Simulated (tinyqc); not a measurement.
# Heisenberg magnet: exchange from energy differences, ordering vector, linear spin waves and ordering temperature, step by step

A worked calculation. Computed by tinyqc, a small Python program that keeps every step. Command: `OMP_NUM_THREADS=1 python tinyqc.py 3005706 3005707 out.jsonl magnon walk`. One thread of a shared host (Intel(R) Xeon(R) Processor @ 2.30GHz), about 0.05 s of CPU time with the checks. Intermediate numbers are printed to about 5 digits and carried at full precision; extremes and crossings named in words are read from the listed rows.

H = -sum over pairs <ij> J_ij S_i.S_j - K sum_i (S_i^z)^2, each pair once, J > 0 ferromagnetic. First neighbours: 6 at a (1, 0, 0), second: 12 at a (1, 1, 0), with all permutations and signs.

Inputs (values chosen for the exercise, for a model magnet):
```
quantity                 value      unit
exchange J1               4.48       meV
exchange J2                1.5       meV
spin S                     1.5         -
single-ion anisotropy K  0.089       meV
lattice constant a        3.08  angstrom
mesh divisions n            16         -
temperature T              120         K
```

Lattice: simple cubic. Order: ferromagnetic.

wave vector q (2 pi/a): 0.41  0.2  0.35

Constants: h x 1 THz = 4.135667696 meV; k_B = 8.617333262e-05 eV/K.

## Energies of ordered states

J(q) = J1 g1(q) + J2 g2(q), g_s(q) = sum over shell s of cos(q.R). A classical spiral or collinear state of wave vector Q has the exchange energy -(S^2/2) J(Q) per site.

States, Q in 2 pi/a:
```
Q                  g1  g2  energy (meV/site)
G (0, 0, 0)         6  12             -50.49
X (0.5, 0, 0)       2  -4              -3.33
M (0.5, 0.5, 0)    -2  -4              16.83
R (0.5, 0.5, 0.5)  -6  12               9.99
```

The lowest of these is G (0, 0, 0), 47.160 meV per site below X (0.5, 0, 0).

## Back from energy differences to J1 and J2

Subtract the first row of the table from the second and third: dE = -(S^2/2)(dg1 J1 + dg2 J2), two equations for two unknowns, as in mapping total energies onto a spin model.

coefficients:
```
    J1    J2
1  4.5  18.0
2  9.0  18.0
```

energy differences (meV/site): 47.16  67.32

J1, J2 (meV): 4.48  1.50

## Magnon energy at q

g_s(q) = sum over shell s of cos(q.R), z1 = g1(0). E(q) = S [J(0) - J(q)] + (2S - 1) K, J(q) = J1 g1 + J2 g2. The factor 2S - 1 removes the anisotropy for S = 1/2.

g1(q) = -2.2462

g2(q) = 0.21494

E(q) = 82.109 meV

frequency = 19.854 THz

## Long waves and the gap

sum R_x^2 over the shells is s1 = 2 a^2 and s2 = 8 a^2. E = gap + D q^2 with D = (S/2)(J1 s1 + J2 s2) and gap = (2S - 1) K.

stiffness D = 149.13 meV angstrom^2

gap = 0.178 meV

## Dispersion

The formulas are those given above.

Energies (meV); X = (0.5, 0, 0), M = (0.5, 0.5, 0) in 2 pi/a:
```
line  fraction of the way    E(q)  gap + D q^2
G-X                  0.10   1.717         1.73
G-X                  0.25   9.387         9.87
G-X                  0.50  31.618        38.97
G-X                  0.75  53.849        87.45
G-X                  1.00  63.058       155.33
G-M                  0.10   3.234         3.28
G-M                  0.25  17.823        19.57
G-M                  0.50  54.058        77.75
G-M                  0.75  81.293       174.72
G-M                  1.00  89.938       310.48
```

At the end of the G-X rows the long-wave form is 2.46 times the true energy. At the end of the G-M rows the long-wave form is 3.45 times the true energy. It holds to 5 % in 2 of the ten rows; nearer the zone boundary the cosine flattens the band.

## Loss of moment

Mesh: q = sum_i (m_i + 1/2)/n b_i, m_i = 0..n-1, b = [[1, 0, 0], [0, 1, 0], [0, 0, 1]] in 2 pi/a; <..> is the mean over the mesh. n = 1/(exp(E/(k_B T)) - 1); no zero-point loss; thermal loss <n>; moment = S less the losses.

zero-point loss = 0

thermal loss = 0.028830

moment <S^z> = 1.4712

The thermal loss is 1.92 % of S. Caution: doubling the mesh changes the thermal sum by more than 3 %, so it is not fully converged.

## Ordering temperature

K left out. Mean field: k_B T = S (S + 1) J(Q)/3 at the ordering vector Q; random-phase (Tyablikov): k_B T = [S (S + 1)/3] / <1/(J(Q) - J(q))>; Curie-Weiss theta = S (S + 1) J(0)/(3 k_B).

mean-field ordering temperature = 651.01 K

random-phase ordering temperature = 515.50 K

Curie-Weiss temperature = 651.01 K

The random-phase value is 0.79 of mean field, since it weights the soft long waves (a harmonic mean of J(Q) - J(q) in place of the arithmetic one); on this mesh it lies slightly high.

Checks made by the program: the long-wave formula against the dispersion (relative difference 3e-06).
